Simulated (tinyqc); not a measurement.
From concentration in the oxide back to segregation coefficient m = C(silicon)/C(oxide): dopant redistribution at a moving silicon-oxide interface during parabolic oxidation. Computed by tinyqc, a small Python program. Command: `OMP_NUM_THREADS=1 python tinyqc.py 3016047 3016048 out.jsonl segox inv`. One thread of a shared host (Intel(R) Xeon(R) Processor @ 2.30GHz), about 0.01 s of CPU time with the checks.

Uniformly doped silicon is oxidised with x_ox = sqrt(B t); the interface advances into the silicon by alpha x_ox, alpha = 0.44. The dopant does not move in the oxide, and at the interface C(silicon) = m C(oxide).

Inputs (values chosen for the exercise, modelled on antimony in silicon under dry oxygen):
```
quantity                           value    unit
dopant prefactor D0                 4.73  cm^2/s
dopant activation energy E          3.91      eV
oxidation prefactor B0               778  um^2/h
oxidation activation energy E_B     1.22      eV
bulk doping C_B                  2.6e+15  1/cm^3
temperature T                       1000       C
time t                               2.8       h
```

Constants: k_B = 8.617333262e-05 eV/K.

Method:
- D = D0 exp(-E/(k_B T)), converted with 1 cm^2/s = 3.6e11 um^2/h; B = B0 exp(-E_B/(k_B T)); s = alpha sqrt(B/(4 D)), the interface advance over 2 sqrt(D t).
- Temperatures in kelvin are T(C) + 273.15.
- With the dopant diffusivity D and s = alpha x_ox/(2 sqrt(D t)), in the silicon C = C_B + (C_s - C_B) erfc(y/(2 sqrt(D t)))/erfc(s), y from the original surface. Dopant balance at the interface gives C_s/C_B = 1/[1 + (1/(m alpha) - 1) g], g = sqrt(pi) s exp(s^2) erfc(s).

Problem. A run gave the result below. Find the segregation coefficient m = C(silicon)/C(oxide), known to lie between 8.1 and 25.

concentration in the oxide = 5.38292e+14 1/cm^3

Solution.

Each step takes the trial c = (a f_b - b f_a)/(f_b - f_a), f being the result less the target and a, b, c the logarithms of the listed values; c replaces end b, the old b replaces a if the sign of f changed, and otherwise f_a is halved.

Scan of the range:
```
segregation coefficient m = C(silicon)/C(oxide)  concentration in the oxide (1/cm^3)
8.10                                                                     7.03378e+14
9.77                                                                     6.33457e+14
11.80                                                                    5.65164e+14
14.20                                                                    5.01273e+14
17.20                                                                    4.39207e+14
20.70                                                                    3.83771e+14
25.00                                                                    3.32249e+14
```

False position (Illinois rule, in the logarithm of the input) inside the bracket:
```
step    end a    end b    trial  concentration in the oxide (1/cm^3)
1     11.8000  14.2000  12.7556                          5.37868e+14
2     11.8000  12.7556  12.7252                          5.38694e+14
3     12.7556  12.7252  12.7400                          5.38292e+14
4     12.7252  12.7400  12.7400                          5.38292e+14
```

Concentration in the oxide falls at every point of a 13-point scan of the range (every second point is shown), so one value fits; it is bracketed by 11.8 and 14.2. Answer: segregation coefficient m = C(silicon)/C(oxide) = 12.74.

Caution: in this case the oxide is not much thicker than a typical Deal-Grove length A, so real growth is slower than parabolic. Caution: parabolic growth needs an oxide much thicker than the Deal-Grove length A, which fails for thin films and low temperatures; oxidation-enhanced or retarded diffusion is ignored.
